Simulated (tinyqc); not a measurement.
Adsorption as a lattice gas: isotherms with interactions, competition, desorption peaks and saturation dose: one step, computed by the program tinyqc.

One adsorbate per site; a molecule needs 1 empty site. Gas and surface have the same temperature.

Problem. Dose to saturate, flat and in a hole. Without desorption or interaction, 99 % coverage needs the time (N_s/(s0 F)) ln 100. For a round hole of aspect ratio a in molecular flow with unit sticking (Gordon), the time is N_s/F x [1 + (19/4) a + (3/2) a^2]. The larger of the two times is a rough guide.

Inputs (values chosen for the exercise, for a model surface):

| quantity | value | unit |
|---|---|---|
| desorption energy E | 1.66 | eV |
| prefactor nu | 1.2e+14 | 1/s |
| site density N_s | 13 | 1/nm^2 |
| sticking coefficient s0 | 0.017 | - |
| temperature T | 537 | K |
| aspect ratio a (depth over diameter) of a hole | 100 | - |

Adsorption: molecular (first order).

flux F = 60.08117 1/(nm^2 s)

Give: time on a flat surface; time for the hole.

Solution.

time on a flat surface = 58.614 s

time for the hole = 3348.6 s

The hole is limited by transport: for deep holes the dose grows as a^2. Caution: with k_d = nu exp(-E/(k_B T)) of these inputs desorption is not negligible over the time on a flat surface, so without interaction 99 % coverage is not reached.
